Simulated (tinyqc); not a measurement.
# Stability and critical current from long pulses

Problem. For long pulses a magnetic tunnel junction switches at I = Ic0 [1 - ln(tp/t0)/Delta]. Find Ic0 and Delta.

Values chosen for this exercise: attempt time t0 = 1 ns.

switching current for pulses of 0.0001 and 0.01 s (uA): [24.751185, 23.163291]

Answer. I is linear in ln tp: it equals Ic0 at tp = t0, and the slope is -Ic0/Delta.

Ic0 = 28.7 uA
Delta = 83.3

Program tinyqc, `OMP_NUM_THREADS=1 python tinyqc.py 2450064 2450065 out.jsonl`; Intel Xeon 2.30GHz, shared host, one thread, about 0.01 s.
